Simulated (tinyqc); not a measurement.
Worked calculation: Ewald sum of point charges, caesium chloride lattice. Computed by tinyqc, a small Python program that keeps every step. Command: `OMP_NUM_THREADS=1 python tinyqc.py 30277 30278 out.jsonl` (the two numbers bound the seeds that draw the settings). One thread of a shared host (Intel(R) Xeon(R) Processor @ 2.60GHz), about 0.03 s of CPU time with the checks.

## Ewald sum with eta = 0.307 1/bohr

cell vectors (rows) (bohr):
```
,1,2,3
1,9.970000,0.000000,0.000000
2,0.000000,9.970000,0.000000
3,0.000000,0.000000,9.970000
```

Charges:
```
q,f1,f2,f3
2.000000,0.000000,0.000000,0.000000
-2.000000,0.500000,0.500000,0.500000
```

Real space: 1/2 sum q_i q_j erfc(eta r)/r over all images with r > 0; reciprocal space: (2 pi/V) sum_(G != 0) exp(-G^2/4 eta^2)/G^2 |S(G)|^2 with S(G) = sum q exp(i G.r); self term -eta/sqrt(pi) sum q^2; background -pi Q^2/(2 V eta^2), Q the total charge.

Real-space shells (first ones):
```
r (bohr),pairs,sum (hartree)
8.634273,16,-0.000659
9.970000,12,0.000036
14.099709,24,3.15e-09
16.533375,48,0
17.268547,16,0
```

Reciprocal shells (first ones that count):
```
G^2 (1/bohr^2),vectors,sum (hartree)
0.397164,6,0.534403
1.191491,8,0.028882
1.985818,24,0.006322
3.574472,30,0.000065
4.368799,24,0.000005
5.163127,24,5.32e-07
6.751781,48,1.20e-08
7.546108,24,6.54e-10
8.340435,48,1.44e-10
```

## The total does not depend on eta

The same sums for other eta.

Totals (hartree per cell):
```
eta,real,reciprocal,self,background,total
0.307000,-0.000623,0.569678,-1.385650,0.000000,-0.81659439
0.456000,-9.51e-08,1.241569,-2.058164,0.000000,-0.81659439
0.667000,0,2.193921,-3.010516,0.000000,-0.81659439
```

shortest distance = 8.634273 bohr

Madelung constant -E d / (formula units |q+ q-|) = 1.762675
